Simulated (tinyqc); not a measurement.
Which input was changed? Model: Stillinger-Weber potential for a tetrahedral semiconductor. Computed by tinyqc, a small Python program. Command: `OMP_NUM_THREADS=1 python tinyqc.py 3028417 3028418 out.jsonl swsi which`. One thread of a shared host (Intel(R) Xeon(R) Processor @ 2.30GHz), about 0.3 s of CPU time with the checks.

With x = r/sigma: pair term eps A (B x^-4 - 1) exp(1/(x - a)); for each pair of neighbours j, k of atom i, three-body term eps lambda exp(gamma/(x_ij - a) + gamma/(x_ik - a)) (cos theta_jik + 1/3)^2; both vanish beyond x = a. A = 7.049556277, B = 0.6022245584, a = 1.8.

Inputs (values chosen for the exercise, modelled on silicon):
```
quantity                    value      unit
energy scale eps            2.188        eV
length scale sigma          2.075  angstrom
three-body strength lambda   21.2         -
gamma                         1.2         -
```

Constants: 1 eV/angstrom^3 = 160.2176634 GPa.

Method. All angles are tetrahedral, so only the pair term acts; its minimum lies at x = 2^(1/6) with depth eps, and second neighbours lie beyond the cut-off. a0 = 4 d/sqrt3; E = -2 eps per atom. Second derivatives of the energy per atom, volume a0^3/8: e_xx gives C11, e_xx = -e_yy gives 2 (C11 - C12), e_xy = e_yx = h/2 gives the unrelaxed C44(0). Under that shear the second sublattice shifts by u_z; minimising over u_z gives C44 = C44(0) - E_hu^2/(E_uu V) and Kleinman's zeta = |E_hu/E_uu|/(a0/4). The optical force constant is k = 4 E_uu, with M omega^2 = k at the zone centre.

Question. One of these inputs alone was changed, within the range given: energy scale eps (1.094 to 4.376); length scale sigma (1.038 to 4.15); three-body strength lambda (10.6 to 42.4); gamma (0.8 to 1.7). Which one, and to what value?

Results:
```
run     C12 (GPa)  internal strain zeta  optical force constant k (eV/angstrom^2)
before   79.13190             0.6262973                                  37.68173
after    35.28951             0.2950430                                  53.38181
```

Answer.

Each candidate set to reproduce C12, and what it then gives:
```
candidate                      range searched  value needed  internal strain zeta  optical force constant k (eV/angstrom^2)
energy scale eps (eV)          1.094 to 4.376  out of reach                     -                                         -
length scale sigma (angstrom)   1.038 to 4.15         2.716               0.62630                                    21.995
three-body strength lambda       10.6 to 42.4  out of reach                     -                                         -
gamma                              0.8 to 1.7        0.8670               0.29504                                    53.382
```

Only gamma fits every result: it went from 1.2 to 0.867. The next best candidate, length scale sigma, misses one result by 110 %.

Caution: the original fit to silicon is too soft in shear (C44) and too stiff for the optical mode.
